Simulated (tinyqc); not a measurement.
# Electron continuity equation in a given potential, Scharfetter-Gummel discretisation, step by step

Numbers from tinyqc (`OMP_NUM_THREADS=1 python tinyqc.py 2220007 2220008 out.jsonl`; about 0.01 s on one thread of a shared Intel Xeon 2.30GHz). Printed values are rounded.

Steady state in one dimension: J = q mu n E + q D dn/dx with E = -dpsi/dx and D = mu Vt, dJ/dx = 0, fixed densities nL and nR at the ends. The potential is given, psi = U x/L, and is not changed by the electrons.

Inputs (values chosen for the exercise); mobility that of a made-up semiconductor:
```
symbol   value        unit                               meaning
T          300           K                           temperature
mu        1390  cm^2/(V s)                     electron mobility
L         0.39          um                  length of the region
nL      6.3e15       cm^-3                      density at x = 0
nR      9.5e16       cm^-3                      density at x = L
U          0.2           V  potential difference psi(L) - psi(0)
```

Constants: q = 1.602176634e-19 C, kB = 1.380649e-23 J/K, Vt = kB T/q. Results are converted to the units shown.

## Potential on the mesh

8 equal intervals, h = L/8; psi = U x/L.

| node | psi (V) |
|---|---|
| 0 | 0.000000 |
| 1 | 0.025000 |
| 2 | 0.050000 |
| 3 | 0.075000 |
| 4 | 0.100000 |
| 5 | 0.125000 |
| 6 | 0.150000 |
| 7 | 0.175000 |
| 8 | 0.200000 |

## Bernoulli factors

d_i = (psi_(i+1) - psi_i)/Vt; B(d) = d/(exp(d) - 1), B(0) = 1. The flux on interval i is J_i = (q D/h) [n_(i+1) B(d_i) - n_i B(-d_i)].

| interval | d_i | B(d_i) | B(-d_i) |
|---|---|---|---|
| 0 | 0.967043 | 0.593221 | 1.56026 |
| 1 | 0.967043 | 0.593221 | 1.56026 |
| 2 | 0.967043 | 0.593221 | 1.56026 |
| 3 | 0.967043 | 0.593221 | 1.56026 |
| 4 | 0.967043 | 0.593221 | 1.56026 |
| 5 | 0.967043 | 0.593221 | 1.56026 |
| 6 | 0.967043 | 0.593221 | 1.56026 |
| 7 | 0.967043 | 0.593221 | 1.56026 |

The largest |d_i| is 0.967, below 2, so central differences would also keep densities positive.

## Tridiagonal system for the inner nodes

Row i (1 to 7): B(-d_(i-1)) n_(i-1) + b_i n_i + B(d_i) n_(i+1) = f_i with b_i = -B(-d_i) - B(d_(i-1)) and f_i = 0; the known end values are moved to the right: f_1 loses B(-d_0) nL and f_7 loses B(d_7) nR. h = L/8, D = mu Vt.

| node | diagonal b | right side f (cm^-3) |
|---|---|---|
| 1 | -2.15349 | -9.82967e15 |
| 2 | -2.15349 | 0 |
| 3 | -2.15349 | 0 |
| 4 | -2.15349 | 0 |
| 5 | -2.15349 | 0 |
| 6 | -2.15349 | 0 |
| 7 | -2.15349 | -5.63560e16 |

## Densities and current

B(d_i) and B(-d_i) are the Bernoulli factors of the potential steps, b and f the diagonal and right side. Solve B(-d_(i-1)) n_(i-1) + b_i n_i + B(d_i) n_(i+1) = f_i (end values already in f), then J_i = (q D/h) [n_(i+1) B(d_i) - n_i B(-d_i)], h = L/8, D = mu Vt.

| node | n (cm^-3) |
|---|---|
| 0 | 6.3e15 |
| 1 | 6.36317e15 |
| 2 | 6.52931e15 |
| 3 | 6.96628e15 |
| 4 | 8.11558e15 |
| 5 | 1.11384e16 |
| 6 | 1.90890e16 |
| 7 | 4.00002e16 |
| 8 | 9.5e16 |

| interval | J (A/cm^2) |
|---|---|
| 0 | -7150.75 |
| 1 | -7150.75 |
| 2 | -7150.75 |
| 3 | -7150.75 |
| 4 | -7150.75 |
| 5 | -7150.75 |
| 6 | -7150.75 |
| 7 | -7150.75 |

Without sources J is the same on every interval. A mesh 200 times finer gives the same densities: for a potential that is linear on each interval and no sources the scheme is exact.
